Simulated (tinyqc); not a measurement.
# Mean barrier and spread from two temperatures

Problem. For a Gaussian spread of Schottky barriers the apparent height is phi_ap = phi - sg^2/(2 Vt), Vt = kB T/q. Find sg and phi.

Constants: q = 1.602176634e-19 C, kB = 1.380649e-23 J/K. Results are converted to the units shown.

phi_ap(0) at 150 and 350 K (eV): 0.66635773  0.76558188

Answer. phi_ap is linear in 1/(2 Vt) with slope -sg^2 and intercept phi.

sg = 0.0670 eV
phi = 0.840 eV

tinyqc, about 0.01 s, one thread, Intel Xeon 2.30GHz (shared host): `OMP_NUM_THREADS=1 python tinyqc.py 2640123 2640124 out.jsonl`
